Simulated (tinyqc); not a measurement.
Junction parameters from two forward currents.

Problem. D(v) = J1 (exp(v/Vt) - 1) + J2 (exp(v/(2 Vt)) - 1). Find J1, J2 and the voltage 2 Vt ln(J2/J1) near which both parts are equal.

Parameters, values chosen for the exercise: temperature T = 330 K.

Constants: q = 1.602176634e-19 C, kB = 1.380649e-23 J/K, Vt = kB T/q. Results are converted to the units shown.

junction voltages (V): [0.33, 0.7]
currents (uA/um): [2.8105466e-5, 0.041863584]

Answer. The current is linear in J1 and J2, so two points give two equations.

J1 = 4.700e-13 uA/um
J2 = 8.500e-8 uA/um
crossover = 0.6885 V

Program tinyqc, `OMP_NUM_THREADS=1 python tinyqc.py 2182021 2182022 out.jsonl`; Intel Xeon 2.30GHz, shared host, one thread, about 0.2 s.
